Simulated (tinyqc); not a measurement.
Deep-level transient spectroscopy (DLTS) of one majority-carrier trap: one step, computed by the program tinyqc.

A filling pulse loads the traps in a one-sided junction; under reverse bias they empty at the rate e, and the capacitance relaxes as C(t) = C_0 - dC exp(-e t). The signal is S = [C(t_2) - C(t_1)]/dC.

Question. Signal size and trap density. W = sqrt(2 eps eps_0 (V_b + V_r)/(e N)), C_0 = eps eps_0 area/W. The pulse goes to zero bias, W_0 = W(V_r = 0). Traps within lambda = sqrt(2 eps eps_0 (E_t - E_F)/(e^2 N)) of the depletion edge stay filled, with E_F = k_B T_p ln(N_b/N) from the band, N_b = 2 M (2 pi m k_B T_p/h^2)^(3/2) (dopants taken as fully ionised). dC = C_0 (N_t/2N) f, f = [(W - lambda)^2 - max(W_0 - lambda, 0)^2]/W^2. The simple estimate is 2 N dC/C_0.

Inputs (values chosen for the exercise, with mass and screening modelled on GaN):
```
quantity                    value   unit
density-of-states mass m     1.44    m_0
valleys M                       1      -
trap depth E_t               1.07     eV
temperature T                 531      K
doping N                    2e+15  cm^-3
trap density N_t          2.9e+12  cm^-3
dielectric constant eps      9.22      -
built-in voltage V_b          1.2      V
reverse bias V_r              9.1      V
diode area                 0.0085   cm^2
```

Carriers: holes. Extra term: none.

peak temperature T_p = 578.6913 K

Constants: eps_0 = 8.8541878128e-12 F/m; e = 1.602176634e-19 C; k_B = 8.617333262e-05 eV/K; m_0 = 9.1093837015e-31 kg; k_B = 1.380649e-23 J/K; h = 6.62607015e-34 J s.

Give: depletion width W; C_0; lambda; f; transient amplitude dC; simple estimate of N_t.

Answer.

depletion width W = 2.291 micrometre

C_0 = 30.29 pF

lambda = 0.5162 micrometre

f = 0.5867

transient amplitude dC = 12.88 fF

simple estimate of N_t = 1.701e+12 cm^-3

The simple estimate finds 59 % of the traps. Caution: the peak lies above 550 K, where the change of gap and level with temperature, left out here, and leakage of the diode matter.
